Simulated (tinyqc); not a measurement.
Energy and delay of logic against supply voltage: course of the iteration.

One expression serves below and above threshold: I(Vg) = Ik [ln(1 + exp((Vg - VT + dd V)/(al nf Vt)))]^al, with I_on = I(V) and I_off = I(0). Gate delay td = kd C V/I_on, clock period LD td. Per gate and cycle the switching energy is act C V^2 and the leakage energy I_off V LD td. No short-circuit current, no variation. Minima are sought above 0.09 V; below a few Vt gates no longer switch and the model has no meaning.

Start: V = 0.27 V.

Minimum-energy supply: E(V) is the energy per gate and cycle; with h = 0.001 V, E' = (E(V + h) - E(V - h))/(2 h), E'' = (E(V - h) - 2 E(V) + E(V + h))/h^2, V(new) = V - E'/E''.

Stop when the step is below 1e-9 V, or after 40 iterations.

Values chosen for this exercise; values of the order met in logic technologies:
- T = 358 K (temperature)
- VT = 0.28 V (threshold voltage at zero drain bias)
- nf = 1.16 (slope factor)
- dd = 0.09 (barrier lowering per volt of supply)
- Ik = 0.35 uA (specific current of a gate)
- al = 1.74 (exponent of the current law)
- C = 3.2 fF (load capacitance of a gate)
- kd = 0.8 (delay factor)
- LD = 60 (logic depth)
- act = 0.3 (activity factor)

Constants: q = 1.602176634e-19 C, kB = 1.380649e-23 J/K, Vt = kB T/q. Results are converted to the units shown.

Course of the iteration:
```
iteration  V before the step (V)  step (V)
1                           0.27   -0.0919
2                       0.178059    0.0239
3                       0.201939   1.39e-3
4                       0.203334   7.18e-6
5                       0.203341  2.30e-10
```

Did this iteration meet its convergence test, and what does its course show?

Yes. Converged in 5 iterations. There leakage makes up 42.0 % of the energy and the clock runs at 1.63 MHz.

tinyqc, about 0.01 s, one thread, Intel Xeon 2.30GHz (shared host): `OMP_NUM_THREADS=1 python tinyqc.py 2082061 2082062 out.jsonl`
